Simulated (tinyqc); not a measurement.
Inside a calculation (part 2 of 2). Method: UKS/BP86 in the 3-21g basis, for H3, spin multiplicity 2. Computed by tinyqc, a small Python program that keeps every step (integrals from PySCF). Command: `OMP_NUM_THREADS=1 python tinyqc.py 25202 25203 out.jsonl` (the two numbers bound the seeds that draw the settings). One thread of a shared host (Intel(R) Xeon(R) Processor @ 2.60GHz), about 3 s of CPU time with the checks.

Geometry (angstrom):
```
atom         x         y         z
H     0.000000  0.000000  0.000000
H     0.000000  0.000000  1.271000
H     0.000000  1.101000  0.635000
```

## Iteration 2: exchange-correlation on the grid

D(alpha) after iteration 1:
```
           1H 1s      1H 2s      2H 1s      2H 2s     3H 1s      3H 2s
1H 1s   0.112037   0.285921  -0.000197  -0.107656  0.022480   0.014367
1H 2s   0.285921   0.834752  -0.129075  -0.542060  0.041282   0.036424
2H 1s  -0.000197  -0.129075   0.157326   0.327289  0.019647   0.000271
2H 2s  -0.107656  -0.542060   0.327289   0.783531  0.019329  -0.013189
3H 1s   0.022480   0.041282   0.019647   0.019329  0.006974   0.002920
3H 2s   0.014367   0.036424   0.000271  -0.013189  0.002920   0.001843
```

D(beta) after iteration 1:
```
          1H 1s     1H 2s     2H 1s     2H 2s     3H 1s     3H 2s
1H 1s  0.028272  0.047073  0.045286  0.081722  0.013239  0.007602
1H 2s  0.047073  0.078377  0.075402  0.136068  0.022043  0.012657
2H 1s  0.045286  0.075402  0.072540  0.130903  0.021206  0.012177
2H 2s  0.081722  0.136068  0.130903  0.236223  0.038268  0.021974
3H 1s  0.013239  0.022043  0.021206  0.038268  0.006199  0.003560
3H 2s  0.007602  0.012657  0.012177  0.021974  0.003560  0.002044
```

Becke grid with 20 radial and 50 angular points per atom, points of zero weight dropped. rho = sum D_ij phi_i phi_j; V_xc,ij = sum w v_xc phi_i phi_j plus the gradient terms; v_xc is d(rho eps)/d rho(s) for spin s at fixed gradient.

The 16 grid points with the largest w rho, of 2988 (bohr, atomic units):
```
x                  y         z         w  rho(alpha)  rho(beta)     eps_xc  v_xc(alpha)
-0.869890   0.000000  3.271732  0.142665    0.033242   0.015668  -0.340565    -0.427474
0.869890    0.000000  3.271732  0.142665    0.033242   0.015668  -0.340565    -0.427474
0.000000   -0.869890  3.271732  0.142671    0.033274   0.015467  -0.340445    -0.427442
0.000000    0.869890  3.271732  0.140649    0.033245   0.016143  -0.340989    -0.427838
1.129187    0.000000  3.531029  0.291498    0.016266   0.007200  -0.279183    -0.336816
-1.129187   0.000000  3.531029  0.291498    0.016266   0.007200  -0.279183    -0.336816
0.000000   -1.129187  3.531029  0.291544    0.016296   0.007083  -0.279105    -0.336804
-0.869890  -0.869890  2.401842  0.142403    0.029345   0.017651  -0.334959    -0.411657
0.869890   -0.869890  2.401842  0.142403    0.029345   0.017651  -0.334959    -0.411657
0.000000    1.129187  3.531029  0.278052    0.016223   0.007519  -0.279521    -0.337065
0.710262    0.710262  3.112104  0.131985    0.032659   0.016348  -0.340010    -0.425535
-0.710262   0.710262  3.112104  0.131985    0.032659   0.016348  -0.340010    -0.425535
0.710262   -0.710262  3.112104  0.133310    0.032676   0.015772  -0.339506    -0.425164
-0.710262  -0.710262  3.112104  0.133310    0.032676   0.015772  -0.339506    -0.425164
-0.869890   0.000000  1.531952  0.120769    0.027504   0.025495  -0.338955    -0.412247
0.869890    0.000000  1.531952  0.120769    0.027504   0.025495  -0.338955    -0.412247
```

electrons on the grid, sum of w rho = 2.999007

E_xc = sum of w rho eps_xc = -0.97740174 hartree

V_xc(alpha) (hartree):
```
           1H 1s      1H 2s      2H 1s      2H 2s      3H 1s      3H 2s
1H 1s  -0.582950  -0.321328  -0.037842  -0.131368  -0.033457  -0.130767
1H 2s  -0.321328  -0.349317  -0.135111  -0.213544  -0.089516  -0.192741
2H 1s  -0.037842  -0.135111  -0.610574  -0.332555  -0.033549  -0.134331
2H 2s  -0.131368  -0.213544  -0.332555  -0.353537  -0.088869  -0.192838
3H 1s  -0.033457  -0.089516  -0.033549  -0.088869  -0.324991  -0.189041
3H 2s  -0.130767  -0.192741  -0.134331  -0.192838  -0.189041  -0.242744
```

V_xc(beta) (hartree):
```
           1H 1s      1H 2s      2H 1s      2H 2s      3H 1s      3H 2s
1H 1s  -0.468827  -0.261355  -0.036800  -0.113605  -0.030460  -0.109831
1H 2s  -0.261355  -0.294008  -0.126530  -0.196388  -0.088105  -0.173238
2H 1s  -0.036800  -0.126530  -0.547022  -0.301159  -0.033066  -0.124302
2H 2s  -0.113605  -0.196388  -0.301159  -0.323664  -0.089777  -0.181629
3H 1s  -0.030460  -0.088105  -0.033066  -0.089777  -0.333078  -0.191372
3H 2s  -0.109831  -0.173238  -0.124302  -0.181629  -0.191372  -0.232706
```

## Iteration 2: building the Kohn-Sham matrix

core Hamiltonian H = T + V (hartree):
```
           1H 1s      1H 2s      2H 1s      2H 2s      3H 1s      3H 2s
1H 1s  -1.004201  -1.027017  -0.231810  -0.512056  -0.231814  -0.512060
1H 2s  -1.027017  -1.207787  -0.512021  -0.840600  -0.512025  -0.840603
2H 1s  -0.231810  -0.512021  -1.004037  -1.026912  -0.231458  -0.511716
2H 2s  -0.512056  -0.840600  -1.026912  -1.207662  -0.511716  -0.840288
3H 1s  -0.231814  -0.512025  -0.231458  -0.511716  -1.004039  -1.026913
3H 2s  -0.512060  -0.840603  -0.511716  -0.840288  -1.026913  -1.207664
```

nuclear repulsion = 1.24888158 hartree

Given earlier and not repeated: Two-electron integrals (ij|kl) in chemists' order.

J_ij = sum D_kl (ij|kl) with D = D(alpha) + D(beta); F = H + J + V_xc; E = tr D H + tr D J / 2 + E_xc + E_nn.

Coulomb J (hartree):
```
          1H 1s     1H 2s     2H 1s     2H 2s     3H 1s     3H 2s
1H 1s  1.694597  1.021512  0.141881  0.445574  0.123364  0.432967
1H 2s  1.021512  1.315185  0.471323  0.841300  0.361271  0.772341
2H 1s  0.141881  0.471323  1.856764  1.102660  0.128135  0.461774
2H 2s  0.445574  0.841300  1.102660  1.376759  0.364372  0.789400
3H 1s  0.123364  0.361271  0.128135  0.364372  1.251018  0.791353
3H 2s  0.432967  0.772341  0.461774  0.789400  0.791353  1.125942
```

F(alpha) (hartree):
```
           1H 1s      1H 2s      2H 1s      2H 2s      3H 1s      3H 2s
1H 1s   0.107447  -0.326833  -0.127771  -0.197851  -0.141908  -0.209860
1H 2s  -0.326833  -0.241919  -0.175809  -0.212843  -0.240270  -0.261003
2H 1s  -0.127771  -0.175809   0.242153  -0.256807  -0.136873  -0.184273
2H 2s  -0.197851  -0.212843  -0.256807  -0.184440  -0.236214  -0.243726
3H 1s  -0.141908  -0.240270  -0.136873  -0.236214  -0.078012  -0.424601
3H 2s  -0.209860  -0.261003  -0.184273  -0.243726  -0.424601  -0.324466
```

F(beta) (hartree):
```
           1H 1s      1H 2s      2H 1s      2H 2s      3H 1s      3H 2s
1H 1s   0.221569  -0.266859  -0.126730  -0.180087  -0.138911  -0.188924
1H 2s  -0.266859  -0.186611  -0.167228  -0.195687  -0.238860  -0.241500
2H 1s  -0.126730  -0.167228   0.305704  -0.225411  -0.136389  -0.174244
2H 2s  -0.180087  -0.195687  -0.225411  -0.154567  -0.237122  -0.232516
3H 1s  -0.138911  -0.238860  -0.136389  -0.237122  -0.086098  -0.426932
3H 2s  -0.188924  -0.241500  -0.174244  -0.232516  -0.426932  -0.314427
```

total energy of this density = -1.40219793 hartree

## Iteration 2: diagonalisation and new density

X:
```
           1H 1s      1H 2s      2H 1s      2H 2s      3H 1s      3H 2s
1H 1s   1.246874  -0.499473   0.033029   0.009066   0.033028   0.009066
1H 2s  -0.499473   1.569633   0.009039  -0.335838   0.009039  -0.335843
2H 1s   0.033029   0.009039   1.246871  -0.499450   0.033053   0.009078
2H 2s   0.009066  -0.335838  -0.499450   1.569367   0.009078  -0.335499
3H 1s   0.033028   0.009039   0.033053   0.009078   1.246871  -0.499450
3H 2s   0.009066  -0.335843   0.009078  -0.335499  -0.499450   1.569370
```

Diagonalise F' = X^T F X, C = X C', fill 2 alpha and 1 beta electrons from the bottom; D(s) = C_occ C_occ^T. Each column has its largest component positive (the first on a tie).

F' = X^T F X (alpha) (hartree):
```
           1          2          3          4          5          6
1   0.499512  -0.515246  -0.006708  -0.059179  -0.006302  -0.052609
2  -0.515246   0.190966  -0.049473  -0.063124  -0.065645  -0.096302
3  -0.006708  -0.049473   0.637748  -0.506218  -0.007030  -0.046165
4  -0.059179  -0.063124  -0.506218   0.243718  -0.067906  -0.088497
5  -0.006302  -0.065645  -0.007030  -0.067906   0.309920  -0.528129
6  -0.052609  -0.096302  -0.046165  -0.088497  -0.528129   0.120177
```

orbital energies (alpha) (hartree): MO1 -0.456294, MO2 -0.127547, MO3 -0.035509, MO4 0.749788, MO5 0.878661, MO6 0.992941

coefficients C (alpha):
```
            MO1        MO2        MO3        MO4        MO5        MO6
1H 1s  0.174824   0.277966  -0.118087   0.113226  -1.246093   0.345214
1H 2s  0.194864   0.801212  -0.582777  -0.376118   1.328350  -0.115935
2H 1s  0.121134   0.077084   0.258842   0.058294   0.307860   1.273065
2H 2s  0.083572   0.155963   1.046790  -0.292009  -0.549435  -1.193167
3H 1s  0.326333  -0.258258  -0.074864  -1.259549  -0.137601   0.149302
3H 2s  0.464832  -0.746972  -0.293525   1.433731  -0.043604   0.142162
```

F' = X^T F X (beta) (hartree):
```
           1          2          3          4          5          6
1   0.616671  -0.507194  -0.010396  -0.056106  -0.006989  -0.047660
2  -0.507194   0.243050  -0.050839  -0.074964  -0.068787  -0.092925
3  -0.010396  -0.050839   0.704811  -0.503031  -0.007542  -0.043855
4  -0.056106  -0.074964  -0.503031   0.272030  -0.070477  -0.089913
5  -0.006989  -0.068787  -0.007542  -0.070477   0.302030  -0.530890
6  -0.047660  -0.092925  -0.043855  -0.089913  -0.530890   0.127959
```

orbital energies (beta) (hartree): MO1 -0.436786, MO2 -0.082475, MO3 0.024075, MO4 0.751689, MO5 0.966415, MO6 1.043633

coefficients C (beta):
```
            MO1        MO2        MO3        MO4        MO5        MO6
1H 1s  0.132267  -0.229136  -0.158177   0.066705  -1.248139   0.386258
1H 2s  0.132019  -0.710451  -0.761838  -0.324555   1.306148  -0.158221
2H 1s  0.107087  -0.128899   0.215529   0.046979   0.343414   1.269570
2H 2s  0.084363  -0.378660   1.011814  -0.290929  -0.565541  -1.165818
3H 1s  0.357431   0.240130  -0.032191  -1.263066  -0.089301   0.129295
3H 2s  0.514679   0.753262  -0.143634   1.432634  -0.078116   0.162532
```

D(alpha) after iteration 2:
```
           1H 1s      1H 2s      2H 1s      2H 2s      3H 1s      3H 2s
1H 1s   0.107828   0.256776   0.042604   0.057963  -0.014736  -0.126369
1H 2s   0.256776   0.679913   0.085366   0.141245  -0.143329  -0.507903
2H 1s   0.042604   0.085366   0.020615   0.022146   0.019622  -0.001273
2H 2s   0.057963   0.141245   0.022146   0.031309  -0.013006  -0.077653
3H 1s  -0.014736  -0.143329   0.019622  -0.013006   0.173190   0.344601
3H 2s  -0.126369  -0.507903  -0.001273  -0.077653   0.344601   0.774036
```

D(beta) after iteration 2:
```
          1H 1s     1H 2s     2H 1s     2H 2s     3H 1s     3H 2s
1H 1s  0.017495  0.017462  0.014164  0.011158  0.047276  0.068075
1H 2s  0.017462  0.017429  0.014138  0.011138  0.047188  0.067948
2H 1s  0.014164  0.014138  0.011468  0.009034  0.038276  0.055115
2H 2s  0.011158  0.011138  0.009034  0.007117  0.030154  0.043420
3H 1s  0.047276  0.047188  0.038276  0.030154  0.127757  0.183963
3H 2s  0.068075  0.067948  0.055115  0.043420  0.183963  0.264895
```

## Convergence

Stop when the energy changes by less than 1e-08 hartree and every element of the error matrix X^T (F D S - S D F) X (for each spin) is below 3e-05.

Course of the cycle:
```
iteration  E (hartree)     change  largest element of the error matrix
1           0.83798203          -                             3.81e-01
2          -1.40219793  -2.24e+00                             9.67e-02
3          -1.40072330   1.47e-03                             1.31e-01
4          -1.38769344   1.30e-02                             1.30e-01
5          -1.38006996   7.62e-03                             1.34e-01
6          -1.37687811   3.19e-03                             1.35e-01
7          -1.37545457   1.42e-03                             1.35e-01
8          -1.37496532   4.89e-04                             1.35e-01
9          -1.37476814   1.97e-04                             1.35e-01
10         -1.37468669   8.15e-05                             1.35e-01
11         -1.37468012   6.57e-06                             1.35e-01
12         -1.37464768   3.24e-05                             1.35e-01
13         -1.37466952  -2.18e-05                             1.35e-01
14         -1.37464221   2.73e-05                             1.35e-01
...                ...        ...                                  ...
73         -1.37466826  -2.70e-05                             1.35e-01
74         -1.37464126   2.70e-05                             1.35e-01
75         -1.37466826  -2.70e-05                             1.35e-01
76         -1.37464126   2.70e-05                             1.35e-01
77         -1.37466826  -2.70e-05                             1.35e-01
78         -1.37464126   2.70e-05                             1.35e-01
79         -1.37466826  -2.70e-05                             1.35e-01
80         -1.37464126   2.70e-05                             1.35e-01
81         -1.37466826  -2.70e-05                             1.35e-01
82         -1.37464126   2.70e-05                             1.35e-01
83         -1.37466826  -2.70e-05                             1.35e-01
84         -1.37464126   2.70e-05                             1.35e-01
85         -1.37466826  -2.70e-05                             1.35e-01
86         -1.37464126   2.70e-05                             1.35e-01
```

PySCF UKS in the same basis, fine grid, after a stability check = -1.55445680 hartree

Not converged within the cap of 86 iterations: the residual has stopped falling: the iteration swings between two states. Reruns (cap 100 unless said): DIIS 8: converged in 14; damping 0.5: not converged; level shift 0.5: not converged; atomic densities as start, DIIS 8: converged in 12; the original settings with a cap of 400: not converged.
